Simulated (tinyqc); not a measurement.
# Charge-trap memory cell, step by step

Computed by the program tinyqc: `OMP_NUM_THREADS=1 python tinyqc.py 2130171 2130172 out.jsonl`, one thread of a shared Intel Xeon 2.30GHz, about 0.06 s for the whole run. Printed values are rounded.

Channel, tunnel oxide, storage layer, blocking layer, gate. N electrons per area sit in a sheet at the centroid and shift the threshold by U = (q/eps0) N (tb/eb + xc tn/en). EOT = t1 + 3.9 (tn/en + tb/eb); tunnel field F = (Vg - U)/EOT; dN/dt = eta (J/q)(1 - N/Nm). Fowler-Nordheim: J = A F^2 exp(-B/F), A = q^2/(16 pi^2 hbar mo phi) (times 1e14 for A/cm^2 with F in V/nm, emitter mass m0), B = (4/3) sqrt(mo/C) phi^1.5, C = hbar^2/(2 m0).

Parameters, values chosen for the exercise; oxide values close to those of silicon dioxide, storage layer close to silicon nitride, blocking layer close to silicon dioxide:
- phi = 3.08 eV (tunnel barrier)
- mo = 0.43 m0 (tunnelling mass)
- t1 = 4.7 nm (tunnel oxide (permittivity 3.9))
- tn = 8.4 nm (storage layer)
- en = 7.2 (its relative permittivity)
- tb = 7.7 nm (blocking layer)
- eb = 3.9 (its relative permittivity)
- xc = 0.65 (charge centroid, share of tn counted from the blocking side)
- eta = 0.95 (capture efficiency of an empty layer)
- Nm = 6.6e12 cm^-2 (trap density)
- T = 358 K (storage temperature)
- E1 = 0.98 eV (shallowest trap depth)
- E2 = 1.53 eV (deepest trap depth)
- nu = 1e13 1/s (attempt frequency)
- Vg = 19 V (gate voltage less flat band and surface potential)
- d0 = 3.7e-7 s (first time step)
- gr = 1.6 (growth of the step)
- n = 8 (steps)

Constants: q = 1.602176634e-19 C, kB = 1.380649e-23 J/K, hbar = 1.054571817e-34 J s, m0 = 9.1093837015e-31 kg, Vt = kB T/q, eps0 = 8.8541878128e-14 F/cm where lengths are in cm, hbar^2/(2 m0) = 0.0380998212 eV nm^2. Results are converted to the units shown.

Range of the model: The Fowler-Nordheim form needs F t1 above phi; trap-assisted paths and leakage through the blocking layer are left out.

## Constants of the stack

EOT, the shift for 1e12 electrons per cm^2, the shift with all traps full, and the starting field, current and rate.

EOT = 16.95 nm
shift for 1e12 cm^-2 = 0.4944842 V
shift with all traps full = 3.263596 V
F(0) = 1.120944 V/nm
J(0) = 0.06085754 A/cm^2
dN/dt at the start = 3.608508e17 cm^-2 s^-1

## Midpoint steps of growing length

N(half) = N + (d/2) r(N), N(new) = N + d r(N(half)), r = dN/dt; the step starts at d0 and is multiplied by gr each time. Field in the blocking layer (3.9 F + q N/eps0)/eb.

```
step        t (s)    N (cm^-2)     U (V)  F (V/nm)  blocking field (V/nm)
0               0            0  0.000000  1.120944               1.120944
1          3.7e-7  1.268462e11  0.062723  1.117243               1.123129
2         9.62e-7  3.065920e11  0.151605  1.112000               1.126225
3     1.909200e-6  5.490639e11  0.271503  1.104926               1.130401
4     3.424720e-6  8.578424e11  0.424189  1.095918               1.135720
5     5.849552e-6  1.227961e12  0.607207  1.085121               1.142095
6     9.729283e-6  1.647083e12  0.814457  1.072893               1.149314
7     1.593685e-5  2.099333e12  1.038087  1.059700               1.157104
8     2.586896e-5  2.569134e12  1.270396  1.045994               1.165196
```

A converged integration gives U = 1.294 V at the last time; the steps are 1.8 % below that. The tunnel field falls by 6.69 % while the blocking field rises by 3.95 %.

## Retention after ten years

Retention: filled traps are spread evenly in depth from E1 to E2, and each empties at the rate nu exp(-E/kB T). The share left is the mean of exp(-nu t exp(-E/kB T)) = [kB T/(E2 - E1)] [E1x(nu t exp(-E2/kB T)) - E1x(nu t exp(-E1/kB T))], E1x the exponential integral; traps shallower than about Ed = kB T ln(nu t) are empty. t = 3.15576e8 s.

Ed = 1.527186 eV
share left = 0.01427338
loss a decade while Ed lies between E1 and E2, kB T ln 10/(E2 - E1) = 0.1291543

The sharp-edge estimate (E2 - Ed)/(E2 - E1) is 0.00512; the true edge lies 0.577 kB T deeper.
